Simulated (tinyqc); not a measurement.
Inside a calculation. Method: one-electron ion in a basis of Gaussians. One step of it, computed by the program tinyqc.

Question. Matrices over normalised Gaussians. With p = a_i + a_j and I(k) = Gamma((k+1)/2) / (2 p^((k+1)/2)): S = I(2l+2), T = (2l+3) a_i a_j S / p, V = -Z I(2l+1), each divided by sqrt(S_ii S_jj).

exponents of r^l exp(-a r^2) (1/bohr^2): 0.017000  0.050910  0.152400  0.456500  1.367000  4.093000

Z = 1

l = 1

Give: S; T; V.

Answer.

S:
```
,1,2,3,4,5,6
1,1.0000,0.6987,0.2800,0.0845,0.0228,0.0059
2,0.6987,1.0000,0.6989,0.2799,0.0845,0.0228
3,0.2800,0.6989,1.0000,0.6986,0.2798,0.0844
4,0.0845,0.2799,0.6986,1.0000,0.6988,0.2799
5,0.0228,0.0845,0.2798,0.6988,1.0000,0.6988
6,0.0059,0.0228,0.0844,0.2799,0.6988,1.0000
```

T (hartree):
```
,1,2,3,4,5,6
1,0.0425,0.0445,0.0214,0.0069,0.0019,0.0005
2,0.0445,0.1273,0.1334,0.0641,0.0207,0.0057
3,0.0214,0.1334,0.3810,0.3991,0.1918,0.0620
4,0.0069,0.0641,0.3991,1.1413,1.1956,0.5748
5,0.0019,0.0207,0.1918,1.1956,3.4175,3.5805
6,0.0005,0.0057,0.0620,0.5748,3.5805,10.2325
```

V (hartree):
```
,1,2,3,4,5,6
1,-0.1387,-0.1370,-0.0867,-0.0437,-0.0202,-0.0090
2,-0.1370,-0.2400,-0.2371,-0.1500,-0.0757,-0.0349
3,-0.0867,-0.2371,-0.4153,-0.4101,-0.2594,-0.1309
4,-0.0437,-0.1500,-0.4101,-0.7188,-0.7098,-0.4491
5,-0.0202,-0.0757,-0.2594,-0.7098,-1.2438,-1.2283
6,-0.0090,-0.0349,-0.1309,-0.4491,-1.2283,-2.1523
```
